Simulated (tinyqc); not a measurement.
Thin film between two gates, subbands and threshold shift from confinement: one step of the calculation.

Undoped body with a flat potential across it, hard walls, transport along x. Three valley pairs (g = 2 each) with the longitudinal mass along x, y or z. Non-parabolicity enters the subband edges through E (1 + al E) = gamma, so E = 2 gamma/(1 + sqrt(1 + 4 al gamma)); motion within a subband is taken as parabolic with the band-edge mass. Energies are counted from the bulk band edge.

Question. Lowest subbands. gamma = C (pi k/(t + dl))^2/mz, C = hbar^2/(2 m0). List the 5 lowest, labelled by valley axis and quantum numbers, with degeneracy g and N_k: N_k = g sqrt(mx my) m0 kB T/(pi hbar^2).

Values chosen for this exercise; masses close to those of silicon: temperature T = 77 K; longitudinal mass ml = 0.913 m0; transverse mass mt = 0.187 m0; non-parabolicity al = 0 1/eV; film thickness (along z) t = 2.1 nm; widening of the box by penetration into the insulator dl = 0.2 nm.

Constants: q = 1.602176634e-19 C, kB = 1.380649e-23 J/K, hbar = 1.054571817e-34 J s, m0 = 9.1093837015e-31 kg, Vt = kB T/q, hbar^2/(2 m0) = 0.0380998212 eV nm^2. Results are converted to the units shown.

Give: E_k; g; N_k.

Answer.

| subband | E_k (eV) | g | N_k (cm^-2) |
|---|---|---|---|
| z1 | 0.077857 | 2 | 1.0367e12 |
| z2 | 0.31143 | 2 | 1.0367e12 |
| x1 | 0.38012 | 2 | 2.2906e12 |
| y1 | 0.38012 | 2 | 2.2906e12 |
| z3 | 0.70071 | 2 | 1.0367e12 |

Range of the model: Below about 3 nm the effective-mass picture with bulk masses becomes unreliable.

Program tinyqc, `OMP_NUM_THREADS=1 python tinyqc.py 2350122 2350123 out.jsonl`; Intel Xeon 2.30GHz, shared host, one thread, about 0.07 s.
